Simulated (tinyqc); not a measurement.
Where in the gap a trap does harm: carrier lifetime from Shockley-Read-Hall, radiative, Auger and surface recombination. Computed by tinyqc, a small Python program. Command: `OMP_NUM_THREADS=1 python tinyqc.py 3013774 3013775 out.jsonl lifetime walk`. One thread of a shared host (Intel(R) Xeon(R) Processor @ 2.30GHz), about 0.02 s of CPU time with the checks.

Energies are counted from the top of the valence band. Boltzmann statistics, full ionisation, and equal excess densities of electrons and holes.

Inputs (values chosen for the exercise, with bands modelled on GaAs):
```
quantity                          value   unit
gap E_g                            1.42     eV
electron mass m_e                0.0661    m_0
valleys M_c                           1      -
hole mass m_h                     0.544    m_0
temperature T                       300      K
doping N                        6.2e+17  cm^-3
trap level E_t                    0.887     eV
trap density N_t                3.6e+11  cm^-3
electron cross-section sigma_n  7.4e-16   cm^2
hole cross-section sigma_p      8.1e-17   cm^2
```

Doping: n-type. Surface term: two equal surfaces.

Constants: m_0 = 9.1093837015e-31 kg; k_B = 1.380649e-23 J/K; h = 6.62607015e-34 J s; k_B = 8.617333262e-05 eV/K.

Method:
- N_c = 2 M_c (2 pi m_e k_B T/h^2)^(3/2) and N_v = 2 (2 pi m_h k_B T/h^2)^(3/2), masses in units of m_0.
- n_i = sqrt(N_c N_v) exp(-E_g/2 k_B T); majority density N/2 + sqrt(N^2/4 + n_i^2), minority density n_i^2 over it.
- v = sqrt(3 k_B T/m) with m_e or m_h; tau_n0 = 1/(sigma_n v_n N_t), tau_p0 = 1/(sigma_p v_p N_t); n1 = N_c exp(-(E_g - E_t)/k_B T), p1 = N_v exp(-E_t/k_B T).
- Low injection: tau = [tau_p0 (n_0 + n1) + tau_n0 (p_0 + p1)]/(n_0 + p_0). Depleted region (n = p = 0): generation lifetime tau_g = (tau_p0 n1 + tau_n0 p1)/n_i. n1 = N_c exp(-(E_g - E_t)/k_B T), p1 = N_v exp(-E_t/k_B T).

tau_p0 = 0.00216568 s

n_0 = 6.20e+17 cm^-3

N_c = 4.26456e+17 cm^-3

tau_n0 = 8.26320e-05 s

p_0 = 9.67170e-06 cm^-3

N_v = 1.00686e+19 cm^-3

n_i = 2.44877e+06 cm^-3

The same trap at other energies:
```
E_t (eV)  SRH lifetime (s)  generation lifetime (s)
0.085            0.0022158               1.2683e+07
0.213            0.0021660               8.9728e+04
0.355            0.0021657               3.6935e+02
0.497            0.0021657               1.5203e+00
0.639            0.0021657               6.2867e-03
0.710            0.0021657               8.4721e-04
0.781            0.0021657               6.9727e-03
0.923            0.0021657               1.6877e+00
1.065            0.0021657               4.1000e+02
1.207            0.0021661               9.9604e+04
1.335            0.0022213               1.4079e+07
```

What does the comparison show, and why?

The SRH lifetime (other channels left aside) stays within 10 % of its least value, among these rows, from E_t = 0.085 to 1.335 eV. The generation lifetime has a sharp minimum, among these rows at 0.71 eV and exactly at 0.709 eV, where tau_p0 n1 = tau_n0 p1, since generation needs two thermal jumps and the larger one rules. Caution: the doping is near the effective density of states, where Boltzmann statistics fail and the gap narrows.

Extremes, crossings and ranges named in words are read from the listed rows.
